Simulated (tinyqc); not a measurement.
Effective-mass impurity with a central-cell term, in a basis of Slater functions: one step, computed by the program tinyqc.

The envelope obeys H = -nabla^2 - (2/r) [Z + A exp(-kappa r)] in effective units, with kappa = a*/lambda; positive A deepens the well near the core.

Problem. Generalised eigenproblem. (T + V + W) c = E S c with c^T S c = 1 and the largest component positive.

Impurity: donor, one isotropic band.

kinetic T (Ry*):
```
           1          2          3
1     0.1296  0.2353891  0.2672459
2  0.2353891   0.746496   1.355841
3  0.2672459   1.355841   4.299817
```

Coulomb V (Ry*):
```
            1           2           3
1       -0.72  -0.9262997  -0.8712300
2  -0.9262997      -1.728   -2.223119
3  -0.8712300   -2.223119     -4.1472
```

central cell W (Ry*):
```
              1            2            3
1  7.587727e-04  0.002725340  0.009348511
2   0.002725340  0.009794551   0.03364218
3   0.009348511   0.03364218    0.1159033
```

overlap S:
```
          1         2         3
1  1.000000  0.756781  0.358000
2  0.756781  1.000000  0.756781
3  0.358000  0.756781  1.000000
```

Give: two lowest levels; coefficients of the lowest state; <T>; <W>.

Solution.

two lowest levels (Ry*): -0.98233  -0.24482

coefficients of the lowest state: -0.1136  1.0412  0.0530

<T> = 0.91384 Ry*

<W> = 0.013912 Ry*
